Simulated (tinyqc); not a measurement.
Donor or exciton in a quantum well (variational effective-mass method). From binding energy back to donor position z_i/L from the centre. Computed by tinyqc, a small Python program. Command: `OMP_NUM_THREADS=1 python tinyqc.py 3013656 3013657 out.jsonl welldonor inv`. One thread of a shared host (Intel(R) Xeon(R) Processor @ 2.30GHz), about 0.1 s of CPU time with the checks.

H = -nabla^2 - 2/|r - r_i| + V(z) in effective units; trial function psi = f(z) exp(-|r - r_i|/lambda), f the ground state of the well. Mass and screening are the same in well and barrier; l = L/a* is the width in effective units. Bands are flat: no polarisation or applied field.

Inputs (values chosen for the exercise, modelled on InP): electron mass m = 0.077 m_0; dielectric constant eps = 12.8; well width L = 5.6 nm.

Centre: donor. Barriers: infinite.

Constants: Ry = 13.605693123 eV; a_0 = 0.529177210903 angstrom.

Method:
- Ry* = Ry m/eps^2, a* = a_0 eps/m; l = L/a*.
- k = pi/l; f = cos(k z) inside and zero outside; subband energy k^2 Ry*.
- Binding E_b(lambda) = -1/lambda^2 + 4 A/(lambda B), with A = int f^2 exp(-2 s/lambda) dz, B = int f^2 exp(-2 s/lambda)(1 + 2 s/lambda) dz and s = |z - z_i|; 40 Gauss-Legendre points on each piece between the walls at z = -l/2 and l/2 and z_i.
- Golden-section search for the maximum over lambda from 0.3 to 4, 40 steps.

Task: A run gave the result below. Find the donor position z_i/L from the centre, known to lie between 0.1 and 0.35.

binding energy = 14.94284 meV

Result:

Each step takes the trial c = (a f_b - b f_a)/(f_b - f_a), f being the result less the target and a, b, c the logarithms of the listed values; c replaces end b, the old b replaces a if the sign of f changed, and otherwise f_a is halved.

Scan of the range:
```
donor position z_i/L from the centre  binding energy (meV)
0.100                                              15.9700
0.123                                              15.7069
0.152                                              15.3165
0.187                                              14.7754
0.231                                              14.0230
0.284                                              13.0753
0.350                                              11.9352
```

False position (Illinois rule, in the logarithm of the input) inside the bracket:
```
step     end a     end b     trial  binding energy (meV)
1     0.152000  0.187000  0.175383               14.9621
2     0.187000  0.175383  0.176547               14.9437
3     0.187000  0.176547  0.176648               14.9421
4     0.176547  0.176648  0.176600               14.9428
5     0.176648  0.176600  0.176600               14.9428
```

Binding energy falls at every point of a 13-point scan of the range (every second point is shown), so one value fits; it is bracketed by 0.152 and 0.187. Answer: donor position z_i/L from the centre = 0.1766.

Caution: so narrow a well has large confinement energy, where non-parabolicity and barrier penetration matter.
